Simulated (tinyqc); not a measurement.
Levels of description: finite square well with mass mismatch (envelope functions).

A square well of width L and depth V0, mass mw inside and mb outside, energies from the bottom of the well, c = hbar^2/2m0. k = sqrt(mw E/c), kappa = sqrt(mb (V0 - E)/c). psi and psi'/m are continuous at the walls (BenDaniel-Duke), so level n solves k L + 2 atan[(k/mw)/(kappa/mb)] = n pi.

Non-parabolic bands: mw is replaced by mw (1 + alpha_w E) and mb by mb (1 - alpha_b (V0 - E)), in k, kappa and the matching condition alike.

Constants: hbar^2/2m0 = 3.80998211 eV angstrom^2.

Values chosen for the exercise (near those of a GaAs well in AlGaAs; not measured data): L = 108 angstrom (well width); V0 = 0.211 eV (barrier height); mw = 0.0665 m0 (mass in the well); mb = 0.0886 m0 (mass in the barrier); alpha_w = 0.6 1/eV (non-parabolicity in the well); alpha_b = 0.6 1/eV (non-parabolicity in the barrier).

The same well five ways. mb = mw: the barrier takes the mass of the well. psi' continuous: kappa holds mb but the condition drops the masses, k L + 2 atan(k/kappa) = n pi. The last column is measured against BenDaniel-Duke.

Levels (eV):

| model | E1 | E2 | E3 | E1 - E1(BDD) (meV) |
|---|---|---|---|---|
| infinite walls | 0.0485 | 0.1939 | 0.4363 | 22.1 |
| mb = mw | 0.0281 | 0.1080 | 0.2083 | 1.7 |
| BenDaniel-Duke | 0.0264 | 0.1034 | 0.2077 | 0.0 |
| psi' continuous | 0.0299 | 0.1126 | 0.2088 | 3.4 |
| non-parabolic | 0.0269 | 0.1012 | 0.1988 | 0.5 |

What can be read from this table?

Hard walls put E1 22.1 meV too high. Ignoring the mass step moves it by +1.7 meV and the wrong matching by +3.4 meV: with mb/mw = 1.33, continuity of psi'/m lets the slope outside be 1.33 times the slope inside, which acts like a softer wall. Non-parabolicity shifts E1 by +0.5 meV, the balance of a heavier mass in the well, which lowers it, and a lighter mass deep in the barrier, which hardens the wall. Among the finite wells the largest departure in E1 is that of the model 'psi' continuous'.

tinyqc: `OMP_NUM_THREADS=1 python tinyqc.py 1280868 1280869 out.jsonl`; about 0.01 s, one thread, shared Intel(R) Xeon(R) Processor @ 2.30GHz.
